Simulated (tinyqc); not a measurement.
Field from the level spacing.

Inverse problem. In a triangular well E_k = a_k (C F^2/mz1)^(1/3), a_1 = 2.338107, a_2 = 4.087949, C = hbar^2/(2 m0), F in eV/nm (1 MV/cm = 0.1 eV/nm). Find F, E_1, the mean distance 2 E_1/(3 F) of the lowest level and the sheet charge eps0 eps_r F/q behind such a field.

Values chosen for this exercise: relative permittivity eps_r = 15.9; mass along z of valley set A (1 valley(s)) mz1 = 1.56 m0.

Constants: q = 1.602176634e-19 C, hbar = 1.054571817e-34 J s, m0 = 9.1093837015e-31 kg, eps0 = 8.8541878128e-14 F/cm where lengths are in cm, hbar^2/(2 m0) = 0.0380998212 eV nm^2. Results are converted to the units shown.

spacing of the two lowest levels = 98.915403 meV

Answer. The spacing over a_2 - a_1 is the energy scale (C F^2/mz1)^(1/3), which gives F.

F = 0.860 MV/cm
E_1 = 132 meV
mean distance = 1.02 nm
sheet charge over q = 7.56e12 cm^-2

Numbers from tinyqc (`OMP_NUM_THREADS=1 python tinyqc.py 2160007 2160008 out.jsonl`; about 0.6 s on one thread of a shared Intel Xeon 2.30GHz).
